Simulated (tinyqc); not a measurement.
# Changing the width of the heat source w

Model: self-heating of a transistor with one or more fingers, with temperature-dependent conductivity. Computed by tinyqc, a small Python program. Command: `OMP_NUM_THREADS=1 python tinyqc.py 3021432 3021433 out.jsonl selfheat sweep`. One thread of a shared host (Intel(R) Xeon(R) Processor @ 2.30GHz), about 0.1 s of CPU time with the checks.

N long parallel fingers lie on the top face of a slab whose bottom is held at T_0; the top is otherwise insulated, and heat flows in two dimensions. P in W/mm is 1000 P in W/m.

Inputs (values chosen for the exercise, modelled on diamond):

| quantity | value | unit |
|---|---|---|
| conductivity at the base temperature kappa_0 | 1940 | W/(m K) |
| power per gate width P | 17 | W/mm |
| fingers N | 3 | - |
| finger pitch s | 9.2 | micrometre |
| substrate thickness t | 220 | micrometre |
| phonon free path Lambda | 360 | nm |

Power: fixed power.

Method:
- A line source of power P on the top face raises the top at distance x by (P/(pi kappa_0)) g(x), g(x) = -ln tanh(pi x/(4 t)) (the image sum for the slab). On a strip of width w the centre sees the mean of g over the strip, g_0 = 1 + ln(8 t/(pi w)) for w much below t.
- theta_i = (P/(pi kappa_0)) [g_0 + sum over j != i of g(|i - j| s)], with equal powers and constant conductivity; thermal resistance = largest theta/P.
- Near a source smaller than the free path, Fourier's law overstates the flow. Rough estimate: a strip that emits phonons into a half space adds a resistance times area of 4 Lambda/(3 kappa_0), from the ballistic flux C v Delta T/4 with kappa_0 = C v Lambda/3, so Delta T_b = 4 Lambda P/(3 kappa_0 w); Knudsen number Lambda/w.

One run for each value:

| width of the heat source w (micrometre) | thermal resistance (K mm/W) | ballistic rise Delta T_b (K) | Delta T_b / largest theta | Knudsen number |
|---|---|---|---|---|
| 0.03 | 2.899 | 140.2 | 2.845 | 12.00 |
| 0.06 | 2.785 | 70.1 | 1.481 | 6.00 |
| 0.12 | 2.671 | 35.1 | 0.772 | 3.00 |
| 0.24 | 2.558 | 17.5 | 0.403 | 1.50 |
| 0.49 | 2.441 | 8.6 | 0.207 | 0.73 |
| 0.99 | 2.325 | 4.2 | 0.107 | 0.36 |
| 2.00 | 2.210 | 2.1 | 0.056 | 0.18 |
| 4.00 | 2.096 | 1.1 | 0.030 | 0.09 |

What does the table show, and why?

Over the rows, thermal resistance (K mm/W) falls from 2.90 to 2.10 (exponent d ln y / d ln x -0.058 between the first rows and -0.076 between the last); ballistic rise Delta T_b (K) falls from 140 to 1.05 (exponent d ln y / d ln x about -1.00 throughout); Delta T_b / largest theta falls from 2.85 to 0.0295 (exponent d ln y / d ln x about -0.93 throughout). The exponent of ballistic rise Delta T_b stays at -1: the ballistic term goes as the flux P/w. The Fourier resistance grows only as ln(1/w), the ballistic term as 1/w, so the latter gains weight for narrow sources; it passes a tenth of the Fourier rise between w = 0.99 and 2.0 micrometre.

Caution (rows 0.0300, 0.0600, 0.120, 0.240, 0.490): the source is narrower than two phonon free paths, so the Fourier result understates the rise at the source.

Extremes, crossings and ranges named in words are read from the listed rows.
